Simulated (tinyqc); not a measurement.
# From remote-phonon mobility back to mean distance of the electrons z0 = 3/b

Model: scattering of inversion-layer electrons by surface optical phonons of the gate insulator (remote phonon scattering). Computed by tinyqc, a small Python program. Command: `OMP_NUM_THREADS=1 python tinyqc.py 3110620 3110621 out.jsonl sophonon inv`. One thread of a shared host (Intel(R) Xeon(R) Processor @ 2.30GHz), about 0.05 s of CPU time with the checks.

One subband with the Fang-Howard envelope; insulator and channel are half-spaces, the gate is far away, and an interlayer only moves the polar surface away by t (its own modes and its permittivity contrast are left out).

Inputs (values chosen for the exercise, modelled on AlN on silicon):
```
quantity,value,unit
static constant of the insulator eps_0s,9.03,-
intermediate constant eps_i,7.4,-
optical constant eps_inf,4.8,-
hbar omega_TO1,79.4,meV
hbar omega_TO2,90.8,meV
constant of the channel eps_s,11.7,-
in-plane mass m,0.183,m_0
valleys g_v,2,-
sheet density n,2.9e+12,1/cm^2
interlayer thickness t,0.92,nm
temperature T,350,K
mobility from other processes,470,cm^2/(V s)
```

Screening by the channel electrons: static.

Constants: k_B = 8.617333262e-05 eV/K; hbar^2/(2 m_0) = 3.80998212 eV angstrom^2; e^2/(4 pi eps_0) = 14.39964548 eV angstrom; hbar = 6.582119569e-16 eV s; e = 1.602176634e-19 C; m_0 = 9.1093837015e-31 kg.

Method:
- eps(w) = eps_inf + (eps_0s - eps_i) w1^2/(w1^2 - w^2) + (eps_i - eps_inf) w2^2/(w2^2 - w^2). Surface modes solve eps(w) + eps_s = 0, a quadratic in w^2; the strength of a mode is g = 2/(w d eps/dw).
- Occupation N = 1/(exp(hbar w/(k_B T)) - 1).
- Density of states D = g_v m/(pi hbar^2); eta = E_F/(k_B T) = ln(exp(n/(D k_B T)) - 1); screening wave number q_s = e^2 D/(2 eps_0 eps_avg) x 1/(1 + exp(-eta)), eps_avg = (eps_s + eps_inf)/2; b = 3/z0.
- For a mode of strength g, without the occupation factor, Area x |M(q)|^2 = e^2 hbar w g/(2 eps_0 q) x (b/(b + q))^6 exp(-2 q t) / (1 + (q_s/q) H(q))^2, H = (1 + 9 x/8 + 3 x^2/8)/(1 + x)^3, x = q/b.
- Approximate momentum relaxation rate, taking tau v alike in the initial and final states: 1/tau = (m/(2 pi hbar^3)) sum over modes and over absorption (N, E' = E + hbar w) and emission (N + 1, E' = E - hbar w > 0) of [(1 - f(E'))/(1 - f(E))] int_0^(2 pi) Area |M(q)|^2 (1 - cos theta) d theta, q^2 = k^2 + k'^2 - 2 k k' cos theta, f the Fermi function; 48 midpoints in theta from 0 to pi.
- mu = (e/m) int tau E f (1 - f) dE/(k_B T int f dE), by 300 midpoints from 0 to (max(eta, 0) + 14) k_B T; Matthiessen sum with the other processes.

Problem. A run gave the result below. Find the mean distance of the electrons z0 = 3/b, known to lie between 1.8 and 4.4 nm.

remote-phonon mobility = 1.072588e+06 cm^2/(V s)

Solution.

Each step takes the trial c = (a f_b - b f_a)/(f_b - f_a), f being the result less the target and a, b, c the logarithms of the listed values; c replaces end b, the old b replaces a if the sign of f changed, and otherwise f_a is halved.

Scan of the range:
```
mean distance of the electrons z0 = 3/b (nm),remote-phonon mobility (cm^2/(V s))
1.80,6.90274e+05
2.09,8.94294e+05
2.42,1.17830e+06
2.81,1.59631e+06
3.27,2.22430e+06
3.79,3.14460e+06
4.40,4.57072e+06
```

False position (Illinois rule, in the logarithm of the input) inside the bracket:
```
step,end a,end b,trial,remote-phonon mobility (cm^2/(V s))
1,2.09000,2.42000,2.29148,1.06065e+06
2,2.42000,2.29148,2.30421,1.07188e+06
3,2.42000,2.30421,2.30569,1.07320e+06
4,2.30421,2.30569,2.30500,1.07259e+06
5,2.30569,2.30500,2.30500,1.07259e+06
```

Remote-phonon mobility rises at every point of a 13-point scan of the range (every second point is shown), so one value fits; it is bracketed by 2.09 and 2.42. Answer: mean distance of the electrons z0 = 3/b = 2.305 nm.

Caution: a relaxation time is only an approximation for inelastic scattering, and static or no screening brackets the true dynamic screening only roughly.
